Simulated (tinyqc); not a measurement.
Surface photovoltage measurement of the minority-carrier diffusion length in a wafer: one step, computed by the program tinyqc. Command: `OMP_NUM_THREADS=1 python tinyqc.py 3130599 3130600 out.jsonl spv walk`. One thread of a shared host (Intel(R) Xeon(R) Processor @ 2.30GHz), about 0.01 s of CPU time with the checks.

Low injection, steady light, a depletion layer much thinner than 1/alpha and L. The excess density dn is taken at the front edge of the neutral region; light that reaches the back is lost.

Problem. The linear plot. alpha = (84.732/lambda - 76.417)^2 per cm with lambda in micrometre (an empirical fit for silicon between 0.7 and 1.05 micrometre). Thick wafer: dn = Phi L/((S_f + D/L)(L + 1/alpha)). Finite wafer, with s = S_b L/D, w = W/L, a = alpha L: dn = [Phi a/(a^2 - 1)] [a - B - exp(-alpha W)(a - s)/(cosh w + s sinh w)]/(S_f + B D/L), B = (sinh w + s cosh w)/(cosh w + s sinh w). Readings y = (Phi/dn) (1 + noise x g) at 780, 830, 880, 920, 950, 975 and 995 nm; a least-squares line y = c (1/alpha + L_app) gives L_app = intercept/slope.

Inputs (values chosen for the exercise, modelled on p-type silicon at room temperature):
```
quantity                            value        unit
diffusion length L                    290  micrometre
wafer thickness W                     725  micrometre
diffusivity D                          29      cm^2/s
front recombination velocity S_f    51000        cm/s
back recombination velocity S_b       140        cm/s
photon flux entering              8.9e+12  1/(cm^2 s)
relative noise of each reading          0           %
```

normal deviates g for the noise: 0.15  0.73  -1.15  -1.65  -0.18  0.21  -1.27

Give: the table «Readings» with the columns 1/alpha (micrometre), y (cm/s), line (cm/s), for lambda (nm) = 780, 830, 880, 920, 950, 975, 995; slope; apparent length L_app; error of L_app (rounded to 0.001).

Solution.

Readings:
```
lambda (nm)  1/alpha (micrometre)  y (cm/s)  line (cm/s)
780                          9.64     53699        53730
830                         15.18     54680        54699
880                         25.33     56476        56476
920                         40.66     59181        59158
950                         61.28     62805        62766
975                         90.92     67980        67951
995                        130.89     74904        74945
```

slope = 174.96 cm/(s micrometre)

apparent length L_app = 297.46 micrometre

error of L_app (rounded to 0.001) = 2.571 %

Without noise the error would be +2.6 %, from the finite thickness at W/L = 2.5. S_f scales all readings alike and leaves L_app unchanged.
